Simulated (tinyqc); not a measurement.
# Esaki diode in forward bias, two-band WKB: exponent along the true band profile

Abrupt p-n junction, depletion approximation. Energies E are counted from the conduction-band edge of the neutral n side; its Fermi level lies at dn, that of the p side at dn - V, and the valence-band edge of the neutral p side at Em = dn + dp - V. Tunnelling needs 0 < E < Em. Two-band dispersion with equal masses m: inside the gap kappa = sqrt(m u (1 - u/Eg)/C), u the distance from a band edge, C = hbar^2/(2 m0).

Nd = Nc F12(dn/Vt), Na = Nv F12(dp/Vt), F12(x) = (2/sqrt(pi)) int_0^infinity sqrt(u)/(1 + exp(u - x)) du; dn = EF - Ec on the n side, dp = Ev - EF on the p side (negative outside the bands); Vbi = Eg + dn + dp. W = sqrt(2 eps0 eps_r (Vbi - V)(1/Na + 1/Nd)/q), mean field F = (Vbi - V)/W, peak field 2 F. In a uniform field F the exponent is S = pi sqrt(m/C) Eg^1.5/(4 F). Transverse energy Et = C kt^2/m raises it to S (1 + 4 Et/Eg), so T = exp(-S) exp(-Et/Eb) with Eb = Eg/(4 S). KJ = (2 q^2/h) m/(4 pi C) (times 1e14 for A/cm^2 per eV^2). Along the true parabolic profile the field at the point where the conduction edge stands at e = E + u is sqrt(2 q Nd e/(eps0 eps_r)) for e < a D and sqrt(2 q Na (D - e)/(eps0 eps_r)) above, D = Vbi - V, a = Na/(Na + Nd); S(E) = 2 int_0^Eg kappa(u) du/field.

Inputs (values chosen for the exercise); band and dielectric values close to those of indium phosphide:
- T = 350 K (temperature)
- Eg = 1.34 eV (band gap)
- eps_r = 12.6 (relative permittivity)
- Nc = 7.18e17 cm^-3 (conduction-band density of states at 350 K)
- Nv = 1.4e19 cm^-3 (valence-band density of states at 350 K)
- m = 0.092 m0 (band-edge mass of the two-band model)
- Na = 2.6e19 cm^-3 (acceptor density)
- Nd = 4.7e19 cm^-3 (donor density)
- V = 0.36 V (bias of the p side)

Constants: q = 1.602176634e-19 C, kB = 1.380649e-23 J/K, hbar = 1.054571817e-34 J s, m0 = 9.1093837015e-31 kg, Vt = kB T/q, eps0 = 8.8541878128e-14 F/cm where lengths are in cm, hbar^2/(2 m0) = 0.0380998212 eV nm^2. Results are converted to the units shown.

Exponent along the true band profile:
```
E (eV)   S(E)  S(E)/S of the mean field
0.016   9.161                    0.6730
0.046   9.023                    0.6628
0.075   8.984                    0.6599
0.105   9.007                    0.6616
0.134   9.082                    0.6671
0.164   9.212                    0.6767
0.194   9.401                    0.6906
0.223   9.656                    0.7093
0.253   10.04                    0.7375
```

S(E) goes from 9.16 through a minimum of 8.98 (at E = 0.075 eV among the rows listed) to 10.0. The mean field gives S = 13.6 and the peak field 6.81; the smallest S(E) is 0.66 of the mean-field value, so the mean field understates the best transmission by a factor of 102.

Range of the model: Parabolic densities of states, no band tails and no gap narrowing, all of which matter at such doping.

Program tinyqc, `OMP_NUM_THREADS=1 python tinyqc.py 2620096 2620097 out.jsonl`; Intel Xeon 2.30GHz, shared host, one thread, about 0.01 s.
